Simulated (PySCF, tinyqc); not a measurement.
A ladder of methods, and size consistency: correlation methods against full CI in the sto-3g basis, for H4, spin multiplicity 1. Computed by the program tinyqc with PySCF. Command: `OMP_NUM_THREADS=1 python tinyqc.py 115411 115412 out.jsonl`; one thread of a shared host (Intel(R) Xeon(R) Processor @ 2.60GHz), about 0.7 s.

Geometry (angstrom):
```
atom       x       y       z
H     0.0000  0.0000  0.0000
H     0.0000  0.0000  0.9850
H     0.0000  0.9760  0.0000
H     0.0000  0.9760  0.9850
```

RHF energy of one = -1.761619 hartree

All electrons correlated; +Q is the Davidson correction (1 - c0^2) E_corr. The last columns treat two copies 100 angstrom apart as one system. FCI is the lowest singlet.

Correlation energies (hartree):
```
method   E_corr of one  share of FCI (%)  E_corr of two at 100 angstrom  two minus twice one (mhartree)
MP2          -0.056585           39.4532                      -0.113170                          0.0000
CISD         -0.139115           96.9968                      -0.208342                         69.8882
CISD+Q       -0.204714          142.7352                      -0.285440                        123.9888
CCSD         -0.146246          101.9689                      -0.292493                          0.0000
CCSD(T)      -0.146246          101.9689                      -0.292493                          0.0000
FCI          -0.143422          100.0000                              -                               -
```

MP2 recovers 39 %, CISD 97.0 % and CCSD 102.0 % of the FCI value (c0^2 = 0.528 in CISD). MP2 and coupled cluster are size consistent, so their last column vanishes; CISD loses 69.89 mhartree, since a double excitation on each copy is a quadruple of the pair, and the Davidson correction leaves +123.99. The restricted reference is unstable here: a spin-polarised solution lies 0.1173 hartree lower (PySCF), so results built on it describe a poor reference.
